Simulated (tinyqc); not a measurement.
Millisecond and nanosecond annealing: surface heating, thermal budget and solid-phase regrowth: one step, computed by the program tinyqc.

A square pulse heats the surface of a thick wafer with constant thermal properties; losses by radiation are neglected and silicon melts at 1414 C.

Question. Thermal budget. Absorbed flux q = (1 - R) fluence/t_p; kappa = k/c. With f(z, t) = (2 q/k) sqrt(kappa t) ierfc(z/(2 sqrt(kappa t))), ierfc(x) = exp(-x^2)/sqrt(pi) - x erfc(x): T = T0 + f(z, t) during the pulse and T0 + f(z, t) - f(z, t - t_p) after it. Temperatures in kelvin are T(C) + 273.15. Integrate exp(-E/(k_B T(t))) at the surface from 0 to 10 t_p (Gauss-Legendre, 60 points in sqrt(t) up to t_p and 60 in sqrt(t - t_p) after it). (Dt) = D0 x integral with E; regrowth = v0 x integral with E_v; effective time = integral/exp(-E/(k_B T_peak)).

Inputs (values chosen for the exercise, modelled on hot silicon with boron):

| quantity | value | unit |
|---|---|---|
| incident fluence | 9.94 | J/cm^2 |
| pulse length t_p | 0.00021 | s |
| reflectance R | 0.34 | - |
| thermal conductivity k | 0.27 | W/(cm K) |
| heat capacity per volume c | 2.13 | J/(cm^3 K) |
| preheat temperature T0 | 400 | C |
| dopant prefactor D0 | 0.828 | cm^2/s |
| dopant activation energy E | 3.5 | eV |
| regrowth prefactor v0 | 4.1e+08 | cm/s |
| regrowth energy E_v | 2.69 | eV |

Source: scanned laser.

peak temperature = 1073.603 C

Constants: k_B = 8.617333262e-05 eV/K.

Give: budget (Dt); diffusion length 2 sqrt(Dt); effective time over t_p; possible regrowth.

Answer.

budget (Dt) = 1.7538e-18 cm^2

diffusion length 2 sqrt(Dt) = 0.026486 nm

effective time over t_p = 0.12628

possible regrowth = 12.050 nm

Caution: equilibrium diffusivities are used; implant damage enhances diffusion, and k and c vary with temperature. Caution: a diffusion length below the atomic spacing of 0.235 nm means about one jump per atom or fewer, so the profile does not change measurably.
